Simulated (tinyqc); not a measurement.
Out-diffusion of a doped substrate or buried layer into a growing epitaxial film. From one set of inputs to another, one input at a time. Computed by tinyqc, a small Python program. Command: `OMP_NUM_THREADS=1 python tinyqc.py 3004742 3004743 out.jsonl buried ladder`. One thread of a shared host (Intel(R) Xeon(R) Processor @ 2.30GHz), about 0.01 s of CPU time with the checks.

x is counted from the original substrate surface into the film, whose surface moves as x = v t. Substrate dopant has one diffusivity; the dopant of the film is taken as uniform.

The inputs printed are set A. Set A is modelled on antimony in silicon; the values taken over come from a set modelled on boron in silicon. Inputs not listed in the table keep their values of set A, so the rows need not describe a real material.

Inputs (values chosen for the exercise, modelled on antimony in silicon):
```
quantity                                            value    unit
prefactor D0                                         3.74  cm^2/s
activation energy E                                  3.87      eV
substrate concentration C_s                       1.6e+19  1/cm^3
film doping C_e                                   3.2e+15  1/cm^3
growth rate v                                        0.99  um/min
film thickness d                                        3      um
growth temperature T                                  975       C
autodoping level at the start, as a share of C_s    7e-05       -
decay length of autodoping                           0.36      um
later thermal budget (Dt)2                        5.1e-10    cm^2
```

Film doping: same type as the substrate.

Constants: k_B = 8.617333262e-05 eV/K.

Method:
- D = D0 exp(-E/(k_B T)); growth time t = d/v; l = 2 sqrt(D t); growth number G = v t/l = d/l; 1 um = 1e-4 cm.
- Temperatures in kelvin are T(C) + 273.15.
- After growth and the later budget: l2 = 2 sqrt(D t + (Dt)2); C(x) = (C_s/2) erfc(x/l2) + share x C_s exp(-x/decay length) for x > 0 (autodoping taken as unchanged by the later budget). The transition x_t solves C(x) = C_e, where the total doping is twice the intended value.
- Usable film = d - x_t. Also give x_t for the erfc term alone, after growth and after the later budget.

Each row keeps all changes above it; columns: (1) input moved; (2) from; (3) to; (4) x_t after growth, erfc alone (um); (5) x_t after the later budget, erfc alone (um); (6) x_t with autodoping (um):
```
(1)                                                   (2)      (3)      (4)     (5)     (6)
set A                                                   -        -  0.02007  1.1308  1.1321
substrate concentration C_s (1/cm^3)              1.6e+19    5e+18  0.01826  1.0287  1.0293
growth temperature T (C)                              975     1100  0.09393  1.0328  1.0334
autodoping level at the start, as a share of C_s    7e-05   0.0006  0.09393  1.0328  1.0377
decay length of autodoping (um)                      0.36     0.53  0.09393  1.0328  1.0456
growth rate v (um/min)                               0.99     0.12  0.26978  1.0633  1.0757
film doping C_e (1/cm^3)                          3.2e+15  5.8e+14  0.30839  1.2155  1.2683
```

Where does the difference come from?

x_t after growth, erfc alone goes from 0.0201 to 0.308, a factor 15.4 in all. The largest single move comes from growth temperature T (a factor 5.14). x_t after the later budget, erfc alone goes from 1.13 to 1.22, a factor 1.07 in all. The largest single move comes from film doping C_e (a factor 1.14), and substrate concentration C_s works against it (a factor 0.910). x_t with autodoping goes from 1.13 to 1.27, a factor 1.12 in all. The largest single move comes from film doping C_e (a factor 1.18), and substrate concentration C_s works against it (a factor 0.909). The single moves hold for this order of the switches; the total does not depend on the order.

Caution (rows set A): the substrate doping is comparable to or above the intrinsic density at growth temperature, so the diffusivity may be higher on that side.

Extremes, crossings and ranges named in words are read from the listed rows.
